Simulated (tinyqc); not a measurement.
From one set of inputs to another, one input at a time: field-effect mobility of a thin-film transistor with band-tail and deep states (multiple trapping). Computed by tinyqc, a small Python program. Command: `OMP_NUM_THREADS=1 python tinyqc.py 3005551 3005552 out.jsonl tft ladder`. One thread of a shared host (Intel(R) Xeon(R) Processor @ 2.30GHz), about 0.08 s of CPU time with the checks.

A thick film in accumulation at small drain voltage. Only free electrons move; trapped ones still screen the gate. N_c and mu_0 are held fixed when T changes, leaving out the T^(3/2) growth of N_c. x = E_0 - psi is the distance of the Fermi level below the band edge.

The inputs printed are set A. Set A is modelled on amorphous silicon; the values taken over come from a set modelled on amorphous In2O3. Inputs not listed in the table keep their values of set A, so the rows need not describe a real material.

Inputs (values chosen for the exercise, modelled on amorphous silicon):
```
quantity                                           value         unit
permittivity eps                                    11.8            -
effective density of states N_c                    2e+20       1/cm^3
band mobility mu_0                                    11   cm^2/(V s)
tail density at the edge g_t                     1.1e+22  1/(eV cm^3)
tail width E_t                                        43          meV
deep-state density g_d                           7.7e+16  1/(eV cm^3)
flat-band Fermi level below the edge, E_0           0.68           eV
equivalent oxide thickness t                          15           nm
surface band bending psi_s as a fraction of E_0     0.56            -
temperature T                                        250            K
```

Deep states: included.

Constants: k_B = 8.617333262e-05 eV/K; e = 1.602176634e-19 C; eps_0 = 8.8541878128e-12 F/m.

Method:
- F_j(eta) = int_0^infinity x^j/(1 + exp(x - eta)) dx, without a gamma-function factor.
- Integrals over x = E/(k_B T) use 160 Gauss-Legendre points in u = sqrt(x) from 0 to sqrt(max(eta, 0) + 32).
- Free n(x) = N_c (2/sqrt(pi)) F_1/2(-x/k_B T), with F_1/2 from its two-term series in exp(-x/k_B T) for x >= 12 k_B T; tail n_t(x) = int_0^1.2eV g_t exp(-E/E_t)/(1 + exp((x - E)/k_B T)) dE, E counted down from the edge, 120 Gauss-Legendre points; deep charge g_d psi; space charge rho(psi) = n + n_t + g_d psi less its value at psi = 0.
- Poisson: F(psi) = sqrt((2 e/(eps eps_0)) int_0^psi rho dpsi'); V_G - V_FB = psi_s + eps F(psi_s) t/3.9; free sheet density N_f = int (n - n(E_0))/F dpsi; induced sheet density N_i = eps eps_0 F(psi_s)/e; trapezoid rule on 301 even points in psi, the first interval left out of N_f.
- mu_eff = mu_0 N_f/N_i; field-effect mobility mu_FE = mu_0 e (dN_f/dV_G)/C_ox and swing S = dV_G/dlog10(N_f), by a central difference of +/- 2 mV in psi_s; C_ox = 3.9 eps_0/t.

Each row keeps all changes above it; columns: (1) input moved; (2) from; (3) to; (4) effective mobility mu_eff (cm^2/(V s)); (5) swing S (mV/decade); (6) field-effect mobility mu_FE (cm^2/(V s)):
```
(1)                                             (2)      (3)     (4)    (5)     (6)
set A                                             -        -  0.0008  367.9  0.0023
equivalent oxide thickness t (nm)                15      7.9  0.0008  223.4  0.0020
band mobility mu_0 (cm^2/(V s))                  11       49  0.0034  223.4  0.0089
tail density at the edge g_t (1/(eV cm^3))  1.1e+22  9.8e+19  0.0180   69.6  0.0603
deep-state density g_d (1/(eV cm^3))        7.7e+16  3.9e+15  0.2039   70.3  0.2090
effective density of states N_c (1/cm^3)      2e+20  4.1e+18  0.0042   69.9  0.0043
tail width E_t (meV)                             43       22  0.0076   56.0  0.0069
permittivity eps                               11.8        9  0.0076   55.6  0.0061
```

Which inputs carry the difference?

Effective mobility mu_eff goes from 7.72e-4 to 0.00756, a factor 9.79 in all. The largest single move comes from effective density of states N_c (a factor 0.0206), but it runs against the net change; the largest move in the direction of the net change is deep-state density g_d (a factor 11.4). Swing S goes from 368 to 55.6, a factor 0.151 in all. The largest single move comes from tail density at the edge g_t (a factor 0.312). Field-effect mobility mu_FE goes from 0.00231 to 0.00610, a factor 2.65 in all. The largest single move comes from effective density of states N_c (a factor 0.0206), but it runs against the net change; the largest move in the direction of the net change is tail density at the edge g_t (a factor 6.76). The single moves hold for this order of the switches; the total does not depend on the order.

Caution (rows deep-state density g_d, effective density of states N_c, tail width E_t, permittivity eps): the band bending extends over more than 0.2 micrometre, deeper than most thin films, so the thick-film assumption is doubtful.

Extremes, crossings and ranges named in words are read from the listed rows.
